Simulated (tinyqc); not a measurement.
Stretching all distances: RHF, UHF, MP2, CISD and CCSD against full CI in the 6-31g basis, for H4, spin multiplicity 1. Computed by the program tinyqc with PySCF. All coordinates are multiplied by the scale. c0^2 is the weight of the RHF determinant in the lowest singlet FCI state (UHF is spin-contaminated and may lie near states of higher spin) and n(LUMO) the first natural occupation beyond the occupied space.

Geometry (angstrom):
```
atom,x,y,z
H,0.0000,0.0000,0.0000
H,0.0000,0.0000,0.7890
H,0.0000,0.0000,1.7260
H,0.0000,0.0000,2.5150
```

Full CI energy (hartree) and errors against it (kcal/mol):
```
scale,distance 1-2 (angstrom),E(FCI),RHF,UHF,MP2,CISD,CCSD,<S^2> UHF,c0^2,n(LUMO)
0.920,0.726,-2.23266,31.816,31.816,8.665,0.442,0.151,0.000,0.972,0.034
1.140,0.899,-2.25320,36.304,36.304,11.416,0.688,0.145,0.000,0.957,0.055
1.350,1.065,-2.22160,42.402,42.402,15.190,1.196,0.157,0.000,0.935,0.086
1.790,1.412,-2.12825,62.882,44.257,28.109,4.127,0.253,0.955,0.847,0.192
2.010,1.586,-2.08877,77.416,36.108,37.312,7.177,0.284,1.319,0.780,0.270
2.220,1.752,-2.05897,93.801,27.184,47.522,11.386,0.229,1.564,0.705,0.356
2.440,1.925,-2.03590,113.020,18.789,59.049,17.115,2.46e-03,1.734,0.623,0.452
```

Estimate the missing row, scale = 1.57.

Computed row:
```
scale  distance 1-2 (angstrom)    E(FCI)     RHF     UHF     MP2   CISD   CCSD  <S^2> UHF   c0^2  n(LUMO)
1.570                    1.239  -2.17444  51.244  47.726  20.735  2.244  0.197      0.458  0.899    0.131
```

UHF parts from RHF first at scale 1.57 of those listed, where <S^2> leaves zero. The weight c0^2 goes from 0.97 to 0.62 and n(LUMO) from 0.03 to 0.45: static correlation grows as the bonds break into open-shell fragments. The spread of the error along the curve, which distorts its shape, is CCSD 0.3, CISD 16.7, UHF 28.9, MP2 50.4, RHF 81.2 kcal/mol.
